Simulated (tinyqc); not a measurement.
## Gap and screening length from two transmissions

Question. At the source junction of a tunnel FET, T(w) = exp(-S), S = 2 pi lam sqrt(m/(C Eg)) [w + Eg/2 - sqrt(w (w + Eg))], C = hbar^2/(2 m0). Find Eg (between 0.1 and 3 eV) and lam.

Values chosen for this exercise: band-edge mass of the two-band model m = 0.039 m0.

Constants: q = 1.602176634e-19 C, hbar = 1.054571817e-34 J s, m0 = 9.1093837015e-31 kg, hbar^2/(2 m0) = 0.0380998212 eV nm^2. Results are converted to the units shown.

T(w) at w = 0.07 and 0.3 eV: 0.0093780905  0.075405767

Answer. The ratio of the two exponents depends on Eg alone and falls steadily with it, which fixes Eg; either exponent then gives lam.

ratio of the two S = 1.81
Eg = 0.749 eV
lam = 3.10 nm

Numbers from tinyqc (`OMP_NUM_THREADS=1 python tinyqc.py 2620138 2620139 out.jsonl`; about 0.02 s on one thread of a shared Intel Xeon 2.30GHz).
